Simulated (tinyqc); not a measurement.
Inside a calculation. Model: defect equilibria of an oxide against oxygen pressure (mass action). Computed by tinyqc, a small Python program that keeps every step. Command: `OMP_NUM_THREADS=1 python tinyqc.py 3017692 3017693 out.jsonl brouwer walk`. One thread of a shared host (Intel(R) Xeon(R) Processor @ 2.30GHz), about 0.01 s of CPU time with the checks. Intermediate numbers are printed to about 5 digits and carried at full precision; extremes and crossings named in words are read from the listed rows.

Defects: oxygen vacancies V (charge +2), electrons n, holes p, the ionic partner X = O_i'' (charge -2), and the dopant. Activities are taken equal to concentrations.

Inputs (values chosen for the exercise, for a model oxide):
```
quantity,value,unit
reduction enthalpy H_r,3.73,eV
prefactor K_r0,1.5e+68,cm^-9 atm^(1/2)
gap E_g,2.25,eV
prefactor N_c N_v,1.1e+42,cm^-6
disorder enthalpy H_s,3.97,eV
prefactor K_s0,1.5e+45,cm^-6
dopant density N_d,1.2e+17,cm^-3
temperature T,700,K
oxygen pressure P,6e-12,atm
electron mobility mu_n,0.097,cm^2/(V s)
hole mobility mu_p,0.01,cm^2/(V s)
vacancy diffusion prefactor D_0,0.09,cm^2/s
vacancy migration energy E_m,0.87,eV
```

Ionic disorder: anion Frenkel. Dopant (singly charged, fully ionised): acceptor.

Constants: k_B = 8.617333262e-05 eV/K; e = 1.602176634e-19 C.

## Equilibrium constants

K_r = K_r0 exp(-H_r/k_B T) = [V] n^2 P^(1/2); K_i = N_c N_v exp(-E_g/k_B T) = n p; K_s = K_s0 exp(-H_s/k_B T) = [X] [V].

K_r = 2.0954e+41 cm^-9 atm^(1/2)

K_i = 6.9519e+25 cm^-6

K_s = 3.9206e+16 cm^-6

## Trial electron densities

Neutrality: 2 [V] + p = n + 2 [X] + N_d. With n as the unknown, [V] = K_r/(n^2 P^(1/2)), p = K_i/n, [X] = K_s/[V]; the log ratio is ln(positive/negative).

Densities (cm^-3):
```
n,[V],p,[X],log ratio
1.00e+13,8.5546e+20,6.9519e+12,4.5830e-05,9.5650
1.00e+14,8.5546e+18,6.9519e+11,4.5830e-03,4.9590
1.00e+15,8.5546e+16,6.9519e+10,4.5830e-01,0.3464
1.00e+16,8.5546e+14,6.9519e+09,4.5830e+01,-4.3305
1.00e+17,8.5546e+12,6.9519e+08,4.5830e+03,-9.4617
```

## Solution at the given pressure

The root is found by 60 bisections in ln n between n = 1e-10 and 1e25 cm^-3.

n = 1.1882e+15 cm^-3

[V] = 6.0594e+16 cm^-3

p = 5.8509e+10 cm^-3

[X] = 0.64702 cm^-3

The largest terms give the Brouwer balance 2 [V] = N_d; the smaller of the two terms is 99 % of the total charge of one sign.

## Conductivities

sigma_n = e n mu_n, sigma_p = e p mu_p, sigma_ion = 2 e [V] mu_V with mu_V = 2 e D/(k_B T) and D = D_0 exp(-E_m/k_B T); only the oxygen vacancies carry ionic current, and the ionic transport number is sigma_ion over the total.

sigma_n = 1.8466e-05 S/cm

sigma_p = 9.3742e-11 S/cm

sigma_ion = 3.1568e-08 S/cm

total conductivity = 1.8497e-05 S/cm

ionic transport number = 0.0017066

The conductor is mainly n-type electronic here.

## Brouwer diagram

The slope is d log n / d log P from this row and the one above; the last column names the largest term on each side. Pressures that give more than 3e21 cm^-3 are left out.

Log10 of the densities in cm^-3:
```
log10 P (atm),n,[V],p,[X],slope of n,balance
-32,19.206,18.909,6.636,-2.3152,-,2 [V] = n
-28,18.536,18.250,7.306,-1.6563,-0.16764,2 [V] = n
-24,17.852,17.618,7.991,-1.0249,-0.17107,2 [V] = n
-20,17.113,17.096,8.730,-0.5028,-0.18474,2 [V] = n
-16,16.242,16.837,9.600,-0.2438,-0.21762,2 [V] = N_d
-12,15.268,16.785,10.574,-0.1915,-0.24346,2 [V] = N_d
-8,14.271,16.779,11.571,-0.1855,-0.24925,2 [V] = N_d
-4,13.272,16.778,12.571,-0.1849,-0.24992,2 [V] = N_d
0,12.272,16.778,13.570,-0.1847,-0.24998,2 [V] = N_d
```

Regimes: 2 [V] = n from log P = -32 to -20, where that balance predicts a slope of -1/6 and the table comes as close as -0.168; 2 [V] = N_d from log P = -16 to 0, where that balance predicts a slope of -1/4 and the table comes as close as -0.250.

## Conductivity against oxygen pressure

The formulas are those given above.

Log10 of the conductivities in S/cm:
```
log10 P (atm),n-type,p-type,ionic,total,ionic transport number
-28,-1.2727,-13.489,-6.0335,-1.2727,0.00002
-24,-1.9570,-12.805,-6.6649,-1.9570,0.00002
-20,-2.6960,-12.066,-7.1870,-2.6960,0.00003
-16,-3.5665,-11.195,-7.4460,-3.5664,0.00013
-12,-4.5403,-10.221,-7.4984,-4.5398,0.00110
-8,-5.5373,-9.224,-7.5044,-5.5325,0.01067
-4,-6.5370,-8.225,-7.5050,-6.4846,0.09542
0,-7.5369,-7.225,-7.5052,-6.9212,0.26065
```

The ionic transport number stays at or below about 0.26: no electrolytic window. The total has no minimum inside this range.

Checks made by the program: the three mass-action laws (relative difference below 1e-10).
